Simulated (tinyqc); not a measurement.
Reverse leakage of an n+-p junction: diffusion, generation, trap-assisted and band-to-band tunnelling: one step of the calculation.

One-sided abrupt junction in the depletion approximation, x from the junction (0) to W on the p side, field F = F0 (1 - x/W). Flat quasi-Fermi levels, long p side. Traps generate through SRH with both lifetimes shortened by 1 + Gamma (Hurkx enhancement, form for moderate fields); band-to-band generation is local and needs a total bending above Eg.

Task. Generation rates across the layer. u = (Vbi + VR)(1 - x/W)^2, p = Na exp(-u/Vt), n = Nd exp((u - Vbi - VR)/Vt); G0 = ni^2 (1 - exp(-VR/Vt))/(tau (n + p + 2 ni cosh(Et/Vt))); Gamma = 2 sqrt(3 pi)(F/FG) exp((F/FG)^2); trap-assisted part G0 Gamma; G_bb = Ab F^2.5 exp(-Bb/F) with F in V/cm, zero unless Vbi + VR > Eg. 13 equal steps.

Parameters, values chosen for the exercise; band and dielectric values close to those of silicon:
- T = 250 K (temperature)
- Eg = 1.13 eV (band gap)
- Na = 5.9e17 cm^-3 (acceptor density of the lighter side)
- Nd = 1e20 cm^-3 (donor density of the heavier side)
- tau = 2e-8 s (SRH lifetime of both carriers at zero field)
- Et = -0.05 eV (trap level above the intrinsic level)
- Ab = 3.9e14 cm^-0.5 V^-2.5 s^-1 (band-to-band prefactor)
- Bb = 1.83e7 V/cm (band-to-band field constant)
- VR = 0.7 V (reverse bias)

Constants: q = 1.602176634e-19 C, kB = 1.380649e-23 J/K, Vt = kB T/q. Results are converted to the units shown.

ni = 8.4480158e7 cm^-3
Vbi = 1.0872176 V
W = 62.587818 nm
F0 = 571.10718 kV/cm
FG = 280.58762 kV/cm

Wanted: x; F; Gamma; G0; G0 Gamma; G_bb.

Result.

```
point  x (nm)  F (kV/cm)   Gamma  G0 (cm^-3 s^-1)  G0 Gamma (cm^-3 s^-1)  G_bb (1e15 cm^-3 s^-1)
0        0.00      571.1   787.1             3568                2.809e6                   1.166
1        4.81      527.2   393.6          7.624e8               3.001e11                   0.066
2        9.63      483.2   205.3         5.313e13               1.091e16                   0.002
3       14.44      439.3   111.6         4.107e14               4.581e16                   0.000
4       19.26      395.4   63.02         4.108e14               2.589e16                   0.000
5       24.07      351.5   36.92         4.108e14               1.517e16                   0.000
6       28.89      307.5   22.37         4.010e14               8.970e15                   0.000
7       33.70      263.6   13.94         2.674e13               3.728e14                   0.000
8       38.52      219.7   8.872         1.292e11               1.146e12                   0.000
9       43.33      175.7   5.692          1.558e9                8.870e9                   0.000
10      48.14      131.8   3.596          5.016e7                1.804e8                   0.000
11      52.96       87.9   2.121          4.309e6                9.138e6                   0.000
12      57.77       43.9  0.9852          9.881e5                9.735e5                   0.000
13      62.59        0.0       0          6.048e5                      0                   0.000
```

Range of the model: The n+ side is degenerate, so Vbi from Boltzmann statistics is only a guide.

tinyqc, about 0.01 s, one thread, Intel Xeon 2.30GHz (shared host): `OMP_NUM_THREADS=1 python tinyqc.py 2290010 2290011 out.jsonl`
